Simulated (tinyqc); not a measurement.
Film, cylinder and sphere at the same misfit: thermal stress, cracking, delamination and buckling of a thin film; Griffith cracks and misfitting inclusions. Computed by tinyqc, a small Python program. Command: `OMP_NUM_THREADS=1 python tinyqc.py 3014620 3014621 out.jsonl filmcrack walk`. One thread of a shared host (Intel(R) Xeon(R) Processor @ 2.30GHz), about 0.01 s of CPU time with the checks.

Isotropic linear elasticity; the substrate is much thicker than the film; stress is positive in tension.

Inputs (values chosen for the exercise, modelled on a silicon dioxide film on silicon):
```
quantity                       value        unit
film Young's modulus E          66.6         GPa
film Poisson ratio nu           0.17           -
film expansion alpha_f         0.529      1e-6/K
substrate expansion alpha_s      3.5      1e-6/K
deposition temperature T_d       975           K
final temperature T              300           K
intrinsic stress                  46         MPa
film thickness h                0.35  micrometre
substrate Young's modulus E_s    162         GPa
substrate Poisson ratio nu_s    0.26           -
```

Method. Thermal strain = (alpha_f - alpha_s)(T_d - T); stress = E/(1 - nu) x strain + intrinsic stress; plane-strain modulus Ebar = E/(1 - nu^2); G0 = stress^2 h/(2 Ebar) is the energy freed per area when a long strip loses its stress across its width. Thermal misfit e alone, mean stress = trace/3 and largest difference of principal stresses inside. Film: E e/(1 - nu) in two directions, 0 in the third. Cylinder: s0 = (1 + nu) e/[(1 + nu)(1 - 2 nu)/E + (1 + nu_s)/E_s] twice and s_zz = E e + 2 nu s0. Sphere: e/[(1 - 2 nu)/E + (1 + nu_s)/(2 E_s)] three times.

thermal strain = -0.00200542

Stresses inside (MPa):
```
shape          s1       s2       s3     mean  largest difference
film      -160.92  -160.92     0.00  -107.28              160.92
cylinder  -121.12  -121.12  -174.74  -138.99               53.62
sphere    -145.33  -145.33  -145.33  -145.33                0.00
```

What does the comparison show, and why?

The mean stress in size is 107 MPa in the film, 139 in the cylinder and 145 in the sphere, while the largest difference, twice the largest shear stress, goes from 161 through 54 to 0. In a ductile solid shear can relax by slip and hydrostatic stress cannot.

Extremes, crossings and ranges named in words are read from the listed rows.
